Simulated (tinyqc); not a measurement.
Hartree-Fock atom on a uniform radial grid, spin-unpolarised, for He, step by step. Computed by tinyqc, a small Python program that keeps every step. Settings: Z = 2, points = 256, R = 12.0, functional = hf2, mixing = 0.2, iteration cap = 78. Command: `OMP_NUM_THREADS=1 python tinyqc.py 24086 24087 out.jsonl` (the two numbers bound the seeds that draw the settings). One thread of a shared host (Intel(R) Xeon(R) Processor @ 2.60GHz), about 0.7 s of CPU time with the checks. Later iterations appear only in the table of the cycle.

## Iteration 1

Spherical atom on a uniform radial grid r_j = j h with h = R/(N + 1), h sum u^2 = 1 and integrals as h times sums, u(0) = u(R) = 0 (atomic units):
```
parameter            value
Z                        2
points N               256
R                12.000000
h                 0.046693
mixing            0.200000
electrons in 1s          2
```

Three-point differences turn -u''/2 + [l(l+1)/2r^2 - Z/r + V] u = e u into a tridiagonal matrix (diagonal 1/h^2 + potential, off-diagonal -1/2h^2). D = sum f u^2; the Hartree potential y/r solves y'' = -D/r with y(0) = 0, y(R) = N_e; for two electrons in one orbital exchange is -V_H/2 (Hartree-Fock); E = sum f e - int D V + int D (V_H/2 + eps_xc); V(new) = V + mixing (V_H + v_xc - V).

eigenvalues (hartree): 1s -1.995659

Every 16th grid point:
```
r              V in     u(1s)         D       V_H       v_xc
0.747082   0.000000  0.948490  1.799268  2.340166  -1.170083
1.494163   0.000000  0.426673  0.364100  1.324923  -0.662461
2.241245   0.000000  0.143953  0.041445  0.891730  -0.445865
2.988327   0.000000  0.043171  0.003727  0.669240  -0.334620
3.735409   0.000000  0.012138  0.000295  0.535415  -0.267708
4.482490   0.000000  0.003276  0.000021  0.446180  -0.223090
5.229572   0.000000  0.000860  1.48e-06  0.382440  -0.191220
5.976654   0.000000  0.000221  9.77e-08  0.334635  -0.167318
6.723735   0.000000  0.000056  6.25e-09  0.297454  -0.148727
7.470817   0.000000  0.000014  3.91e-10  0.267708  -0.133854
8.217899   0.000000  3.46e-06  2.39e-11  0.243371  -0.121686
8.964981   0.000000  8.48e-07         0  0.223090  -0.111545
9.712062   0.000000  2.07e-07         0  0.205929  -0.102965
10.459144  0.000000  4.99e-08         0  0.191220  -0.095610
11.206226  0.000000  1.15e-08         0  0.178472  -0.089236
11.953307  0.000000  4.73e-10         0  0.167318  -0.083659
```

total energy = -2.74240955 hartree

## Iteration 2

As before.

eigenvalues (hartree): 1s -1.748199

Every 16th grid point:
```
r              V in     u(1s)         D       V_H       v_xc
0.747082   0.234017  0.942416  1.776296  2.306261  -1.153131
1.494163   0.132492  0.452333  0.409211  1.321254  -0.660627
2.241245   0.089173  0.164972  0.054431  0.891420  -0.445710
2.988327   0.066924  0.053778  0.005784  0.669217  -0.334609
3.735409   0.053542  0.016483  0.000543  0.535414  -0.267707
4.482490   0.044618  0.004858  0.000047  0.446180  -0.223090
5.229572   0.038244  0.001394  3.89e-06  0.382440  -0.191220
5.976654   0.033464  0.000392  3.08e-07  0.334635  -0.167318
6.723735   0.029745  0.000109  2.36e-08  0.297454  -0.148727
7.470817   0.026771  0.000030  1.77e-09  0.267708  -0.133854
8.217899   0.024337  0.000008  1.30e-10  0.243371  -0.121686
8.964981   0.022309  2.17e-06         0  0.223090  -0.111545
9.712062   0.020593  5.80e-07         0  0.205929  -0.102965
10.459144  0.019122  1.53e-07         0  0.191220  -0.095610
11.206226  0.017847  3.84e-08         0  0.178472  -0.089236
11.953307  0.016732  1.65e-09         0  0.167318  -0.083659
```

total energy = -2.78404392 hartree

## Convergence

Stop when input and output potentials agree to 1e-7.

Course of the cycle (hartree):
```
iteration            E      e(1s)  largest |V(out) - V(in)|
1          -2.74240955  -1.995659                  1.99e+00
2          -2.78404392  -1.748199                  1.53e+00
3          -2.81104793  -1.558233                  1.17e+00
4          -2.82815806  -1.412232                  8.92e-01
5          -2.83876816  -1.299880                  6.79e-01
6          -2.84522162  -1.213308                  5.16e-01
7          -2.84908114  -1.146510                  3.92e-01
8          -2.85135638  -1.094903                  2.97e-01
9          -2.85268171  -1.054980                  2.25e-01
10         -2.85344624  -1.024056                  1.70e-01
11         -2.85388388  -1.000073                  1.29e-01
...                ...        ...                       ...
61         -2.85445640  -0.915205                  8.61e-07
62         -2.85445640  -0.915205                  6.87e-07
63         -2.85445640  -0.915205                  5.48e-07
64         -2.85445640  -0.915205                  4.37e-07
65         -2.85445640  -0.915204                  3.49e-07
66         -2.85445640  -0.915204                  2.78e-07
67         -2.85445640  -0.915204                  2.22e-07
68         -2.85445640  -0.915204                  1.77e-07
69         -2.85445640  -0.915204                  1.42e-07
70         -2.85445640  -0.915204                  1.13e-07
71         -2.85445640  -0.915204                  9.02e-08
```

Converged in 71 iterations. A uniform grid resolves the cusp poorly: for a bare nucleus this grid gives 1s at -1.99566 against -Z^2/2 = -2 hartree. Before convergence this energy mixes input and output and is not variational, so it may rise towards its limit.
